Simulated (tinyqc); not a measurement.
Worked calculation: plane-wave Kohn-Sham cycle with exchange-only LDA in a layered model solid. One step of it, computed by the program tinyqc.

Problem. Iteration 1: levels at that k. Diagonalise the Hermitian matrix.

H (hartree):
```
,-2,-1,+0,+1,+2
-2,0.088475,-0.390000,-0.045000,0.000000,0.000000
-1,-0.390000,-0.131698,-0.390000,-0.045000,0.000000
+0,-0.045000,-0.390000,-0.205088,-0.390000,-0.045000
+1,0.000000,-0.045000,-0.390000,-0.131698,-0.390000
+2,0.000000,0.000000,-0.045000,-0.390000,0.088475
```

Give: eigenvalues.

Solution.

eigenvalues (hartree): -0.8551  -0.3988  0.0433  0.4006  0.5185
